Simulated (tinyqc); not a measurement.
# Doping and flat-band voltage from the body effect

Question. VT = Vfb + 2 phiF + gamma sqrt(2 phiF + Vsb), phiF = Vt ln(Na/ni), gamma = sqrt(2 q eps0 eps_r Na)/Cox, Cox = eps0 eox/tox. Find Na, gamma and Vfb from two thresholds.

Parameters, values chosen for the exercise; material values close to those of gallium nitride:
```
symbol,value,unit,meaning
T,293,K,temperature
eps_r,9.51,,relative permittivity of the semiconductor
eox,7.71,,relative permittivity of the gate insulator
tox,18,nm,insulator thickness
```

Constants: q = 1.602176634e-19 C, kB = 1.380649e-23 J/K, Vt = kB T/q, eps0 = 8.8541878128e-14 F/cm where lengths are in cm. Results are converted to the units shown.

VT at Vsb = 0 and 1.8 V (V): [2.6166194, 2.9337864]
ni = 4.6754852e-11 cm^-3

Solution. The difference of the thresholds, gamma [sqrt(2 phiF + Vsb) - sqrt(2 phiF)], holds no Vfb and rises with Na, so it has one root; Vfb then follows from the first threshold.

Na = 2.700e17 cm^-3
gamma = 0.7117 V^0.5
Vfb = -1.890 V

tinyqc, about 0.06 s, one thread, Intel Xeon 2.30GHz (shared host): `OMP_NUM_THREADS=1 python tinyqc.py 2360154 2360155 out.jsonl`
